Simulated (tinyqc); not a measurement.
Rayleigh-quotient iteration on a symmetric matrix, step by step. One step of it, computed by the program tinyqc.

Question. Step 2. solve (A - shift) w = v; v' = w/|w| with its largest component positive (the first on a tie); lambda = v'^T A v'; the next shift is lambda.

A, lower triangle:
```
           1          2          3          4          5         6
1   0.594000
2   0.172000   1.942000
3  -0.504000   0.019000   1.970000
4   0.366000  -0.220000  -0.130000   2.240000
5  -0.596000  -0.169000  -0.358000   0.034000   2.430000
6  -0.100000   0.354000  -0.233000  -0.014000  -0.224000  2.523000
```

vector after step 1: -0.341763  0.632208  0.331048  0.560403  0.226534  0.092464

Rayleigh quotient after step 1 = 1.635994

Give: vector after step 2; Rayleigh quotient after step 2.

Answer.

vector after step 2: -0.0277  0.7614  0.3757  0.4298  0.2803  -0.1224

Rayleigh quotient after step 2 = 1.7079
